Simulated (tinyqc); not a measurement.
Schottky emission and Poole-Frenkel conduction in an insulator, and how to tell them apart: effect of temperature.

Schottky emission (electrode-limited): J = As T^2 exp[-(pb - b sqrt(F))/Vt], b = sqrt(q/(4 pi eps0 ei)). Poole-Frenkel emission (bulk-limited): J = s0 F exp[-(pt - 2 b sqrt(F))/Vt]. F in V/cm.

Both formulas at the same field.

Values chosen for this exercise; dielectric values close to those of zirconium oxide:

| symbol | value | unit | meaning |
|---|---|---|---|
| ei | 4.63 |  | high-frequency relative permittivity |
| pt | 0.88 | eV | trap depth |
| s0 | 0.024 | S/cm | Poole-Frenkel prefactor |
| pb | 1.38 | eV | electrode barrier |
| As | 13 | A/(cm^2 K^2) | Richardson constant |
| F | 2.1 | MV/cm | field |

Constants: q = 1.602176634e-19 C, kB = 1.380649e-23 J/K, Vt = kB T/q, eps0 = 8.8541878128e-14 F/cm where lengths are in cm. Results are converted to the units shown.

Effect of temperature:
```
T (K)  J, Schottky (A/cm^2)  J, Poole-Frenkel (A/cm^2)       ratio
225              4.2854e-20                  2.7538e-4  1.5561e-16
260              1.4062e-16                  0.0035661  3.9431e-14
300              1.5082e-13                   0.032030  4.7085e-12
340              3.2321e-11                    0.17163  1.8831e-10
380               2.2938e-9                    0.64590   3.5513e-9
420               7.3752e-8                     1.8884   3.9055e-8
475               3.4433e-6                     6.1464   5.6021e-7
```

The Schottky current grows by 13.9 decades and the Poole-Frenkel current by 4.35, as their lowered barriers are 1.12 and 0.369 eV. A tunnelling current would hardly change over this range. For T = 225, 260, 300, 340, 380 a Fowler-Nordheim estimate for tunnelling through pb with a mass of 0.4 m0 exceeds the Schottky current, so tunnelling, left out here, would compete.

tinyqc, about 0.01 s, one thread, Intel Xeon 2.30GHz (shared host): `OMP_NUM_THREADS=1 python tinyqc.py 2370005 2370006 out.jsonl`
